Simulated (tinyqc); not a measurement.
Two-valley model of the transferred-electron effect: one step, computed by the program tinyqc.

Both kinds of valley share one electron temperature T_e, and each has a constant mobility.

Question. Equilibrium. Density-of-states ratio R = Z (m2/m1)^(3/2); n2/n1 = R exp(-dE/(k_B T_e)); mean mobility mu = (mu1 + mu2 n2/n1)/(1 + n2/n1); energy balance e mu F^2 = (3/2) k_B (T_e - T)/tau_E; v = mu F.

Inputs (values chosen for the exercise, modelled on GaN): central-valley mass m1 = 0.2 m_0; satellite-valley mass m2 = 0.48 m_0; satellite valleys Z = 6; valley separation dE = 1.3 eV; central-valley mobility mu1 = 960 cm^2/(V s); satellite-valley mobility mu2 = 54 cm^2/(V s); lattice temperature T = 500 K.

Solver: bisection.

Constants: k_B = 8.617333262e-05 eV/K.

Give: R; n2/n1 without field; low-field mobility.

Answer.

R = 22.31

n2/n1 without field = 1.758e-12

low-field mobility = 960 cm^2/(V s)

dE is 30.2 k_B T, so the satellites are empty without field.
